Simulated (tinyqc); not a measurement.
Worked calculation: empirical pseudopotential in a few plane waves. One step of it, computed by the program tinyqc.

Question. Levels at G. Diagonalise the Hermitian matrix.

H(k) at G (eV):
```
                     +0+0+0               -1-1-1               -1-1+1               -1+1-1
+0+0+0             0.000000   2.376307+0.981309i  -2.376307+0.981309i  -2.376307+0.981309i
-1-1-1   2.376307-0.981309i            14.809001   0.000000-1.238118i   0.000000-1.238118i
-1-1+1  -2.376307-0.981309i   0.000000+1.238118i            14.809001             0.176874
-1+1-1  -2.376307-0.981309i   0.000000+1.238118i             0.176874            14.809001
-1+1+1  -2.376307+0.981309i            -0.176874   0.000000+1.238118i   0.000000+1.238118i
+1-1-1  -2.376307-0.981309i   0.000000+1.238118i             0.176874             0.176874
+1-1+1  -2.376307+0.981309i            -0.176874   0.000000+1.238118i             0.000000
+1+1-1  -2.376307+0.981309i            -0.176874             0.000000   0.000000+1.238118i
+1+1+1   2.376307+0.981309i             0.000000            -0.176874            -0.176874
-2+0+0   0.000000-1.238118i  -2.376307+0.981309i  -2.376307-0.981309i  -2.376307-0.981309i
+0-2+0   0.000000-1.238118i  -2.376307+0.981309i  -2.376307-0.981309i   0.538758-0.192414i
+0+0-2   0.000000-1.238118i  -2.376307+0.981309i   0.538758-0.192414i  -2.376307-0.981309i
+0+0+2   0.000000+1.238118i  -0.538758-0.192414i   2.376307+0.981309i  -0.538758+0.192414i
+0+2+0   0.000000+1.238118i  -0.538758-0.192414i  -0.538758+0.192414i   2.376307+0.981309i
+2+0+0   0.000000+1.238118i  -0.538758-0.192414i  -0.538758+0.192414i  -0.538758+0.192414i

                     -1+1+1               +1-1-1               +1-1+1               +1+1-1
+0+0+0  -2.376307-0.981309i  -2.376307+0.981309i  -2.376307-0.981309i  -2.376307-0.981309i
-1-1-1            -0.176874   0.000000-1.238118i            -0.176874            -0.176874
-1-1+1   0.000000-1.238118i             0.176874   0.000000-1.238118i             0.000000
-1+1-1   0.000000-1.238118i             0.176874             0.000000   0.000000-1.238118i
-1+1+1            14.809001             0.000000             0.176874             0.176874
+1-1-1             0.000000            14.809001   0.000000-1.238118i   0.000000-1.238118i
+1-1+1             0.176874   0.000000+1.238118i            14.809001             0.176874
+1+1-1             0.176874   0.000000+1.238118i             0.176874            14.809001
+1+1+1   0.000000+1.238118i            -0.176874   0.000000+1.238118i   0.000000+1.238118i
-2+0+0   2.376307-0.981309i   0.538758-0.192414i  -0.538758-0.192414i  -0.538758-0.192414i
+0-2+0  -0.538758-0.192414i  -2.376307-0.981309i   2.376307-0.981309i  -0.538758-0.192414i
+0+0-2  -0.538758-0.192414i  -2.376307-0.981309i  -0.538758-0.192414i   2.376307-0.981309i
+0+0+2  -2.376307+0.981309i  -0.538758+0.192414i  -2.376307+0.981309i   0.538758+0.192414i
+0+2+0  -2.376307+0.981309i  -0.538758+0.192414i   0.538758+0.192414i  -2.376307+0.981309i
+2+0+0   0.538758+0.192414i   2.376307+0.981309i  -2.376307+0.981309i  -2.376307+0.981309i

                     +1+1+1               -2+0+0               +0-2+0               +0+0-2
+0+0+0   2.376307-0.981309i   0.000000+1.238118i   0.000000+1.238118i   0.000000+1.238118i
-1-1-1             0.000000  -2.376307-0.981309i  -2.376307-0.981309i  -2.376307-0.981309i
-1-1+1            -0.176874  -2.376307+0.981309i  -2.376307+0.981309i   0.538758+0.192414i
-1+1-1            -0.176874  -2.376307+0.981309i   0.538758+0.192414i  -2.376307+0.981309i
-1+1+1   0.000000-1.238118i   2.376307+0.981309i  -0.538758+0.192414i  -0.538758+0.192414i
+1-1-1            -0.176874   0.538758+0.192414i  -2.376307+0.981309i  -2.376307+0.981309i
+1-1+1   0.000000-1.238118i  -0.538758+0.192414i   2.376307+0.981309i  -0.538758+0.192414i
+1+1-1   0.000000-1.238118i  -0.538758+0.192414i  -0.538758+0.192414i   2.376307+0.981309i
+1+1+1            14.809001  -0.538758-0.192414i  -0.538758-0.192414i  -0.538758-0.192414i
-2+0+0  -0.538758+0.192414i            19.745335             0.176874             0.176874
+0-2+0  -0.538758+0.192414i             0.176874            19.745335             0.176874
+0+0-2  -0.538758+0.192414i             0.176874             0.176874            19.745335
+0+0+2  -2.376307-0.981309i            -0.176874            -0.176874             0.000000
+0+2+0  -2.376307-0.981309i            -0.176874             0.000000            -0.176874
+2+0+0  -2.376307-0.981309i             0.000000            -0.176874            -0.176874

                     +0+0+2               +0+2+0               +2+0+0
+0+0+0   0.000000-1.238118i   0.000000-1.238118i   0.000000-1.238118i
-1-1-1  -0.538758+0.192414i  -0.538758+0.192414i  -0.538758+0.192414i
-1-1+1   2.376307-0.981309i  -0.538758-0.192414i  -0.538758-0.192414i
-1+1-1  -0.538758-0.192414i   2.376307-0.981309i  -0.538758-0.192414i
-1+1+1  -2.376307-0.981309i  -2.376307-0.981309i   0.538758-0.192414i
+1-1-1  -0.538758-0.192414i  -0.538758-0.192414i   2.376307-0.981309i
+1-1+1  -2.376307-0.981309i   0.538758-0.192414i  -2.376307-0.981309i
+1+1-1   0.538758-0.192414i  -2.376307-0.981309i  -2.376307-0.981309i
+1+1+1  -2.376307+0.981309i  -2.376307+0.981309i  -2.376307+0.981309i
-2+0+0            -0.176874            -0.176874             0.000000
+0-2+0            -0.176874             0.000000            -0.176874
+0+0-2             0.000000            -0.176874            -0.176874
+0+0+2            19.745335             0.176874             0.176874
+0+2+0             0.176874            19.745335             0.176874
+2+0+0             0.176874             0.176874            19.745335
```

Give: eigenvalues.

Answer.

eigenvalues (eV): [-4.6856, 10.0329, 10.0329, 10.0329, 11.3330, 15.3742, 15.3742, 15.3742, 19.3916, 19.3916, 19.5095, 23.6025, 23.6025, 23.6025, 24.9752]
